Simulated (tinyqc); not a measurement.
Inside a calculation: virtual-crystal alloy in the empirical-pseudopotential method. Values are carried at full precision from step to step, so a last printed digit may differ when a step is redone from the rounded ones.

Virtual crystal A(1-x)B(x): a = (1 - x) a_A + x a_B. Rule linear: V = (1 - x) V_A + x V_B. Rule volume: V = [(1 - x) a_A^3 V_A + x a_B^3 V_B]/a^3, since a form factor is an atomic potential divided by the cell volume.

Constants: hbar^2/2m0 = 3.80998211 eV angstrom^2; Ry = 13.60569312 eV.

Inputs chosen for the exercise (classic local form factors of the size used for GaAs (A) and GaP (B), which place X and L only to a few tenths of an eV; shifted at random, so the results belong to these values and not to a real crystal):
- a = (5.65, 5.435) angstrom (lattice constants of A, B)
- VSA = (-0.235, 0.01, 0.059) Ry (symmetric form factors of A)
- VAA = (0.069, 0.049, 0.01) Ry (antisymmetric form factors of A)
- VSB = (-0.223, 0.031, 0.071) Ry (symmetric form factors of B)
- VAB = (0.119, 0.07, 0.019) Ry (antisymmetric form factors of B)
- rule = volume (mixing rule)
- x = 0.5 (fraction of B)

## The virtual crystal

Form a, the two weights and the form factors.

a = 5.5425 angstrom

weights of A and B: [0.52966, 0.47147]

VS at 3, 8, 11 (Ry): [-0.22961, 0.01991, 0.06472]

VA at 3, 4, 11 (Ry): [0.09265, 0.05896, 0.01425]

## The six lowest plane waves at X

Empirical pseudopotential on the fcc lattice, atoms at +/- tau, tau = a (1,1,1)/8, no spin-orbit coupling. H(G,G') = c (2 pi/a)^2 |k + G|^2 delta + VS(q) cos(q.tau) + i VA(q) sin(q.tau), q = G - G', c = hbar^2/2m0; k and G in units of 2 pi/a; VS at |q|^2 = 3, 8, 11 and VA at 3, 4, 11, in rydberg, zero elsewhere. At each k the basis holds all G with |k + G|^2 up to 16; energies are counted from the fourth level at Gamma.

k = (1,0,0) with the small basis G = (0,0,0), (-2,0,0), (-1,1,1), (-1,-1,-1), (-1,1,-1), (-1,-1,1) in place of the full one.

H in this small basis (eV), rows 000, -200, -1+1+1, -1-1-1, -1+1-1, -1-1+1 and columns alike:
$$\begin{pmatrix}
4.896 & 0.802i & -2.209-0.891i & 2.209+0.891i & -2.209+0.891i & -2.209+0.891i \\
-0.802i & 4.896 & 2.209-0.891i & -2.209+0.891i & -2.209-0.891i & -2.209-0.891i \\
-2.209+0.891i & 2.209+0.891i & 9.793 & -0.271 & 0.802i & 0.802i \\
2.209-0.891i & -2.209-0.891i & -0.271 & 9.793 & -0.802i & -0.802i \\
-2.209-0.891i & -2.209+0.891i & -0.802i & 0.802i & 9.793 & 0.271 \\
-2.209-0.891i & -2.209+0.891i & -0.802i & 0.802i & 0.271 & 9.793
\end{pmatrix}$$

## Levels in the small basis

Diagonalise; the gap between the fourth and fifth level is a first estimate of the direct gap at X.

levels (absolute scale of H) (eV): [-0.297, 4.702, 9.522, 9.522, 12.665, 12.850]

gap = 3.143 eV

The full basis gives 4.318 eV for this gap.

## The lowest conduction band along Gamma-X and at L

Full basis at each k.

Levels (eV):
```
k           band 3  band 4  band 5  band 6
L           -0.919  -0.919   2.139   5.208
(0.00,0,0)   0.000   0.000   2.081   4.797
(0.20,0,0)  -0.356  -0.356   3.275   4.270
(0.40,0,0)  -1.065  -1.065   3.262   4.570
(0.60,0,0)  -1.737  -1.737   2.497   3.695
(0.70,0,0)  -1.984  -1.984   2.241   3.154
(0.80,0,0)  -2.164  -2.164   2.086   2.722
(0.85,0,0)  -2.225  -2.225   2.041   2.557
(0.90,0,0)  -2.271  -2.271   2.017   2.427
(1.00,0,0)  -2.308  -2.308   2.009   2.312
```

On these points band 5 is lowest at (1.00,0,0), 2.009 eV above the valence top: in this model the gap is indirect, by a margin of 71 meV.

## Checks

- Fifth band at (0.85,0,0) against the equivalent point (0,0,-0.85), on the absolute scale of H (eV): both 11.0501.

tinyqc: `OMP_NUM_THREADS=1 python tinyqc.py 1050181 1050182 out.jsonl`; about 0.2 s, one thread, shared Intel(R) Xeon(R) Processor @ 2.30GHz.
